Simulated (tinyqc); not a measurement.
# Carrier lifetime of an n-type layer with SRH, radiative, Auger and surface recombination, step by step

Computed by the program tinyqc: `OMP_NUM_THREADS=1 python tinyqc.py 2300124 2300125 out.jsonl`, one thread of a shared Intel Xeon 2.30GHz, about 0.01 s for the whole run. Printed values are rounded.

Uniform excess density dn = dp (no trapping), n = n0 + dn, p = p0 + dn, Boltzmann statistics, full ionisation. Surfaces enter as a rate 2 S dn/d, which holds while diffusion to them is fast.

Values chosen for this exercise; band and dielectric values close to those of silicon:
```
symbol,value,unit,meaning
T,300,K,temperature
Eg,1.11,eV,band gap
Nc,2.8e19,cm^-3,conduction-band density of states at T
Nv,2.63e19,cm^-3,valence-band density of states at T
B,4.7e-15,cm^3/s,radiative coefficient
N,3.5e15,cm^-3,donor density
Cn,1.5e-31,cm^6/s,Auger coefficient (two electrons)
Cp,1.1e-31,cm^6/s,Auger coefficient (two holes)
Nt,9.2e10,cm^-3,trap density
sn,7e-15,cm^2,capture cross-section for electrons
sp,1e-15,cm^2,capture cross-section for holes
vth,1.5e7,cm/s,thermal velocity (both carriers)
Et,0.8,eV,trap level below the conduction band
S,2,cm/s,surface recombination velocity (both faces)
d,2,um,sample thickness
G,3.4e17,cm^-3 s^-1,generation rate
```

Constants: q = 1.602176634e-19 C, kB = 1.380649e-23 J/K, Vt = kB T/q. Results are converted to the units shown.

## Equilibrium densities and SRH constants

ni = sqrt(Nc Nv) exp(-Eg/(2 Vt)), Eg in volts; majority density N/2 + sqrt(N^2/4 + ni^2), n0 p0 = ni^2; n1 = Nc exp(-Et/Vt), p1 = Nv exp((Et - Eg)/Vt); tn0 = 1/(sn vth Nt), tp0 = 1/(sp vth Nt).

ni = 1.288152e10 cm^-3
n0 = 3.500000e15 cm^-3
p0 = 47409.62 cm^-3
n1 = 1.018004e6 cm^-3
p1 = 1.629990e14 cm^-3
tn0 = 1.035197e-4 s
tp0 = 7.246377e-4 s

## Starting value

dn = 8e11 cm^-3.

dn at the start = 8e11 cm^-3

## Iteration 1: new dn

With e = n p - ni^2 = dn (n0 + p0 + dn): U_SRH = e/(tp0 (n + n1) + tn0 (p + p1)), U_rad = B e, U_Aug = (Cn n + Cp p) e, U_s = 2 S dn/d. Substitution: tau = dn/U with U the sum, dn(new) = G tau.

U_SRH = 1.096670e15 cm^-3 s^-1
U_rad = 1.316301e13 cm^-3 s^-1
U_Aug = 1.470919e12 cm^-3 s^-1
U_s = 1.6e16 cm^-3 s^-1
tau = 4.675272e-5 s
dn after iteration 1 = 1.589593e13 cm^-3

## Iteration 2: new dn

As before.

U_SRH = 2.177808e16 cm^-3 s^-1
U_rad = 2.626756e14 cm^-3 s^-1
U_Aug = 2.957240e13 cm^-3 s^-1
U_s = 3.179185e17 cm^-3 s^-1
tau = 4.675426e-5 s
dn after iteration 2 = 1.589645e13 cm^-3

## Iteration 3: new dn

As before.

U_SRH = 2.177879e16 cm^-3 s^-1
U_rad = 2.626842e14 cm^-3 s^-1
U_Aug = 2.957339e13 cm^-3 s^-1
U_s = 3.179290e17 cm^-3 s^-1
tau = 4.675426e-5 s
dn after iteration 3 = 1.589645e13 cm^-3

## Course of the iteration

Stop when the step is below 1e-10 of the value, or after 40 iterations.

Course of the iteration:
```
iteration,dn before the step (cm^-3),step (cm^-3)
1,8e11,1.51e13
2,1.589593e13,5.22e8
3,1.589645e13,1.80e4
4,1.589645e13,< 1e1
```

Converged in 4 iterations. At the solution d ln U/d ln dn = 1.00, so the logarithmic slope of the map is 1 - 1.00 = 0.00; its size is below 1, so substitution contracts.

## Lifetime, shares and quasi-Fermi splitting

converged dn = 1.589645e13 cm^-3

With e = n p - ni^2 = dn (n0 + p0 + dn): U_SRH = e/(tp0 (n + n1) + tn0 (p + p1)), U_rad = B e, U_Aug = (Cn n + Cp p) e, U_s = 2 S dn/d. tau = dn/U, shares of U, splitting Vt ln(n p/ni^2), radiative efficiency U_rad/U.

tau = 4.675426e-5 s
shares (%): SRH 6.40553, radiative 0.07726, Auger 0.00870, surface 93.50852
quasi-Fermi splitting = 0.5076058 V

Surface recombination takes the largest share. dn is 0.0045 times the doping: low injection.
